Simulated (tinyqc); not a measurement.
Elastic strain and critical thickness of a cubic alloy layer A(1-x)B(x) on a thick substrate: one step, computed by the program tinyqc. Command: `OMP_NUM_THREADS=1 python tinyqc.py 3014220 3014221 out.jsonl misfit walk`. One thread of a shared host (Intel(R) Xeon(R) Processor @ 2.30GHz), about 0.01 s of CPU time with the checks.

Strain is positive in tension. The layer is coherent with the substrate unless said otherwise.

Question. Biaxial strain, stress and energy. (111): D = 2 (C11 + 2 C12 - 2 C44)/(C11 + 2 C12 + 4 C44), M = 6 C44 (C11 + 2 C12)/(C11 + 2 C12 + 4 C44). The free surface carries no normal stress, so e_perp = -D f; dV/V = 2 f + e_perp; stress = M f; energy per area = M f^2 h (1 GPa nm = 1 J/m^2).

Inputs (values chosen for the exercise, for a model alloy): layer thickness h = 20 nm.

Growth plane: (111).

elastic constants (GPa): C11 113.9985, C12 54.4420, C44 57.6690

misfit f = -0.01039436

Give: ratio D; normal strain e_perp; volume strain dV/V; biaxial modulus M; in-plane stress; strain energy per area.

Answer.

ratio D = 0.47423

normal strain e_perp = 0.0049293

volume strain dV/V = -0.015859

biaxial modulus M = 170.03 GPa

in-plane stress = -1.7674 GPa

strain energy per area = 0.36742 J/m^2
